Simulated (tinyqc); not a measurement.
Comparisons within one model: metal-induced gap states at the contact of a metal chain and a two-band chain. A value that a table varies takes the place of the one given here.

The semiconductor alternates sites A at -Eg/2 and C at +Eg/2 with hopping -t; the gap runs from -Eg/2 to Eg/2. In the gap cosh(q a) = 1 + (Eg^2/4 - E^2)/(2 t^2) and the amplitude changes by -exp(-q a) a period. The metal has site energy 0 and hopping -tm; its end site has g_m = (E - i sqrt(4 tm^2 - E^2))/(2 tm^2). Sites 1, 2, ... count into the semiconductor, with energies e1, e2 alternating. The clean half chain has g1 = 1/(E - e1 - t^2 g2), g2 = 1/(E - e2 - t^2 g1), decaying root. With the contact G11 = 1/(1/g1 - tc^2 g_m), and the density on site j is -Im G_jj/pi = |psi_j/psi_1|^2 (-Im G11/pi), per spin, with psi_2/psi_1 = -t g2, psi_3/psi_2 = -t g1.

Constants: e^2/(4 pi eps0) = 14.39964547 eV angstrom.

Parameters, chosen for this exercise (gap and optical dielectric constant near those of GaAs; the chain itself is a model; the results hold for these values, not for the real material):
```
symbol  value  unit      meaning
Eg      1.42   eV        gap
t       1.82   eV        hopping in the semiconductor
tm      2.39   eV        hopping in the metal
tc      2.09   eV        hopping across the contact
end     C                site that touches the metal
a       4      angstrom  period (two sites); one chain for each area a^2
eps     11.1             dielectric constant
E       0.01   eV        energy from mid-gap
```

## Across the gap

E = f Eg. Share on C: the part of the summed density that lies on C sites, whose orbitals make the conduction edge.

Gap states:
```
f      E (eV)  xi = 1/(2q) (angstrom)  D1 (1/eV)  D2 (1/eV)  sum (1/eV)  share on C
-0.48  -0.682                   18.32     0.0032     0.1426      0.7437       0.022
-0.40  -0.568                    8.56     0.0151     0.1074      0.3282       0.123
-0.30  -0.426                    6.43     0.0289     0.0848      0.2456       0.254
-0.15  -0.213                    5.41     0.0494     0.0634      0.2157       0.438
0.00    0.000                    5.16     0.0708     0.0480      0.2202       0.596
0.15    0.213                    5.41     0.0940     0.0350      0.2466       0.729
0.30    0.426                    6.43     0.1203     0.0220      0.3075       0.845
0.40    0.568                    8.56     0.1408     0.0124      0.4106       0.919
0.48    0.682                   18.32     0.1618     0.0030      0.8399       0.982
```

The decay length xi of the density is shortest at mid-gap, 5.16 angstrom, and grows to 18.3 near the edges. The summed density is least at f = -0.15 (0.2157) and largest at f = 0.48 (0.8399 1/eV). The share on C goes from 0.02 to 0.98 and passes one half near f = -0.091, a point that depends on which site ends the chain. The states turn from valence-like to conduction-like across the gap; the branch point, where the decay is fastest, lies at mid-gap in this symmetric chain and is the usual estimate of the neutrality level.

## Wider gaps pin less

E = 0; Eg is varied and eps follows 1 + (eps0 - 1)(Eg0/Eg), with the given Eg and eps as Eg0 and eps0. xi = 1/(2q), N = 2 (summed density)/a^2, S = 1/(1 + 4 pi e^2 N xi/eps).

Against the gap:
```
Eg (eV)    eps  xi (angstrom)  summed density (1/eV)      S  S at fixed eps
0.50     29.68          14.57                 0.6353  0.124           0.050
0.75     20.12           9.72                 0.4224  0.178           0.107
1.10     14.04           6.64                 0.2863  0.246           0.205
1.50     10.56           4.89                 0.2080  0.315           0.326
2.30      7.24           3.22                 0.1321  0.429           0.536
3.40      5.22           2.21                 0.0850  0.551           0.723
5.50      3.61           1.43                 0.0463  0.706           0.881
9.00      2.59           0.96                 0.0223  0.842           0.958
```

From Eg = 0.5 to 9 eV xi falls by a factor 15.1 and the summed density by 28.5, so at fixed eps S rises from 0.05 to 0.96. The weaker screening of wide-gap solids works against this: with it S goes from 0.12 to 0.84.

## Weakening the contact bond

At the given E, tc is varied, as by a thin spacer. xi = 1/(2q), N = 2 (summed density)/a^2, S = 1/(1 + 4 pi e^2 N xi/eps) with xi and eps kept.

Against tc:
```
tc (eV)  D1 (1/eV)  summed density (1/eV)       S
0.10       0.00028                0.00086  0.9910
0.25       0.00175                0.00540  0.9463
0.50       0.00700                0.02154  0.8154
0.80       0.01769                0.05442  0.6361
1.20       0.03750                0.11540  0.4518
1.80       0.06543                0.20132  0.3209
2.50       0.07171                0.22066  0.3012
3.50       0.05252                0.16161  0.3705
```

For a weak bond the density goes as tc^2 (ratio 6.25 between 0.25 and 0.1 eV, against 6.25). It is largest at tc = 2.5 eV among these rows and falls beyond, as the first site pairs off with the metal. S is 0.991 at 0.1 eV and has its least value, 0.301, in that row.

## What each parameter does

xi = 1/(2q), summed density, and S = 1/(1 + 4 pi e^2 N xi/eps), N = 2 (summed density)/a^2. Each row changes one parameter from the base and keeps the others.

Results:
```
case           xi (angstrom)  summed density (1/eV)       S
base                   5.159                0.22094  0.3009
Eg = 1.562 eV          4.696                0.20009  0.3431
t = 2.002 eV           5.669                0.21729  0.2849
tm = 2.629 eV          5.159                0.21641  0.3053
tc = 2.299 eV          5.159                0.22432  0.2978
eps = 12.21            5.159                0.22094  0.3214
end = A                5.159                0.21949  0.3023
```

The largest shifts from the base row, up to three for each result and ties (the steps differ in size, so this ranks the rows, not the parameters). xi (angstrom): t +0.510, Eg -0.463; unchanged at the printed digits by tm, tc, eps and end. summed density (1/eV): Eg -0.02084, tm -0.00452, t -0.00365; unchanged at the printed digits by eps. S: Eg +0.0421, eps +0.0204, t -0.0161. The decay length belongs to the semiconductor alone; the metal and the contact set only the amplitude.

Computed by tinyqc, a small Python program: `OMP_NUM_THREADS=1 python tinyqc.py 1480694 1480695 out.jsonl` (the numbers bound the seed that draws the inputs); one thread of a shared host (Intel(R) Xeon(R) Processor @ 2.30GHz), about 0.01 s for the whole set of steps.
